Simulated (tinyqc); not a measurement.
Double-gate transistor, scale length and short-channel effects: two steps of the calculation.

A body of thickness ts between two insulators of thickness ti and two tied gates. Below threshold the potential that source and drain add obeys Laplace's equation and vanishes on the gate. Its lowest mode decays along the channel as exp(-k y); k is the smallest positive root of the matching condition at the interface, and the scale length is Lambda = pi/k.

Values chosen for this exercise; permittivities: semiconductor made up, insulator close to that of hafnium oxide:

| symbol | value | unit | meaning |
|---|---|---|---|
| T | 325 | K | temperature |
| eps_r | 12.5 |  | relative permittivity of the semiconductor |
| ei | 21.1 |  | relative permittivity of the insulator |
| ti | 4.2 | nm | insulator thickness |
| ts | 8.3 | nm | body thickness |
| L | 19 | nm | channel length |
| Vbi | 0.93 | V | potential of the source |
| sT | 0.52 | V | potential of the barrier top at threshold |
| VTL | 0.44 | V | long-channel threshold |
| m | 1 |  | long-channel body factor |
| Vds | 0.7 | V | drain voltage |

Constants: q = 1.602176634e-19 C, kB = 1.380649e-23 J/K, Vt = kB T/q. Results are converted to the units shown.

Question 1. Scale length against simple estimates. Lambda = pi/k and l = 1/k. A parabolic potential across the structure gives l(parabolic) = sqrt((eps_r/(2 ei)) ts ti (1 + ei ts/(4 eps_r ti))).

k = 0.21911535 1/nm

Find: Lambda; l; l(parabolic).

Answer 1.

Lambda = 14.338 nm
l = 4.5638 nm
l(parabolic) = 4.3517 nm

Question 2. Threshold shift, barrier position and swing. Along the channel psi(y) = s + a exp(y/l) + b exp(-y/l) with psi(0) = Vbi, psi(L) = Vbi + Vds and l = 1/k = Lambda/pi; with A = Vbi - s, B = A + Vds, x = exp(-L/l): a = (B - A x) x/(1 - x^2), b = (A - B x)/(1 - x^2). The minimum is s + 2 sqrt(a b), at y = (l/2) ln(b/a). The long-channel potential follows the gate as s = sT + (Vg - VTL)/m, and the threshold VT is the gate voltage at which the minimum equals sT. Swing = m Vt ln 10/g at threshold, g = d(minimum)/ds = 1 - (b x + a)/((1 + x) sqrt(a b)).

l = 4.5638061 nm

Give: s at threshold; a; b; position of the minimum; VT; swing.

Answer 2.

s at threshold = 0.2948 V
a = 0.02062 V
b = 0.6145 V
position of the minimum = 7.746 nm
VT = 0.2148 V
swing = 87.62 mV/decade

The threshold lies 225 mV below the long-channel value, and the barrier top sits at 0.41 L from the source.

Numbers from tinyqc (`OMP_NUM_THREADS=1 python tinyqc.py 2420007 2420008 out.jsonl`; about 0.01 s on one thread of a shared Intel Xeon 2.30GHz).
